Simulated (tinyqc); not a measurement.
# Double-gate transistor below threshold, two-dimensional Poisson equation on a small mesh: effect of the gate voltage

Half of a symmetric double-gate structure: row 0 is the mid-plane of the body, where the normal field vanishes. Mobile charge is neglected (subthreshold), the body is fully depleted, and potentials are counted from the intrinsic level; rows run upward to the gate, columns from source to drain.

Mesh: rows i = 0..12 in the semiconductor (step hs = tb/12, row 12 on the interface), then 8 step(s) ho = tox/8 up to the gate row 20; columns j = 0..80 (step hy = L/80). Box integration, divided by eps0: up_i = eps hy/h of the interval above row i, dn_i = that of the interval below (0 for row 0), lat_i = (sum of eps h/2 over the intervals above and below)/hy, s_i = -q Na w_i hy/eps0 with w_i the semiconductor height of the box (hs/2 for row 0 and the interface row, hs between, 0 in the insulator). Each free node obeys (up + dn + 2 lat) psi = up psi(above) + dn psi(below) + lat [psi(left) + psi(right)] + s. Fixed values: gate row Vg - Vfb; column 0 at Vbi and the last column at Vbi + Vd in the semiconductor, each running linearly to Vg - Vfb across the insulator. The system is solved directly. On row 0 the minimum of psi and its place come from a parabola through the three lowest nodes; barrier = Vbi - minimum, swing = Vt ln 10/(d psi/dVg), DIBL = (d psi/dVd)/(d psi/dVg) there. Lambda = pi/k with k the smallest positive root of tan(k tox) tan(k tb) = eox/eps_r.

Parameters, values chosen for the exercise; semiconductor permittivity made up:
- T = 300 K (temperature)
- eps_r = 9.4 (relative permittivity of the semiconductor)
- eox = 25 (relative permittivity of the insulator)
- tb = 3 nm (half the body thickness)
- tox = 7.6 nm (insulator thickness)
- L = 38 nm (channel length)
- Na = 2.2e17 cm^-3 (acceptor density of the depleted body)
- Vbi = 0.59 V (potential of the source)
- Vfb = 0.1 V (gate offset)
- Vd = 0.7 V (drain voltage)

Constants: q = 1.602176634e-19 C, kB = 1.380649e-23 J/K, Vt = kB T/q, eps0 = 8.8541878128e-14 F/cm where lengths are in cm. Results are converted to the units shown.

Results:

| Vg (V) | L/Lambda | barrier (V) | place y/L | swing (mV/decade) | DIBL (mV/V) |
|---|---|---|---|---|---|
| -0.2 | 2.152 | 0.8124 | 0.4571 | 64.19 | 28.10 |
| -0.04 | 2.152 | 0.6641 | 0.4503 | 64.26 | 26.86 |
| 0.04 | 2.152 | 0.5900 | 0.4460 | 64.31 | 26.11 |
| 0.12 | 2.152 | 0.5160 | 0.4409 | 64.37 | 25.24 |
| 0.2 | 2.152 | 0.4420 | 0.4346 | 64.46 | 24.21 |

Estimate the missing row, Vg = -0.12 V.

Computed row:

| Vg (V) | L/Lambda | barrier (V) | place y/L | swing (mV/decade) | DIBL (mV/V) |
|---|---|---|---|---|---|
| -0.12 | 2.152 | 0.7382 | 0.4540 | 64.22 | 27.52 |

With this row back in the table: As Vg goes from -0.2 to 0.2 V, the barrier falls from 0.812 to 0.442 V, the swing stays near 64.3 mV a decade and DIBL falls from 28.1 to 24.2 mV/V; the ideal swing is 59.5. The barrier top moves from y/L = 0.457 to 0.435, towards the source.

Computed by the program tinyqc: `OMP_NUM_THREADS=1 python tinyqc.py 2480086 2480087 out.jsonl`, one thread of a shared Intel Xeon 2.30GHz, about 0.09 s for the whole run.
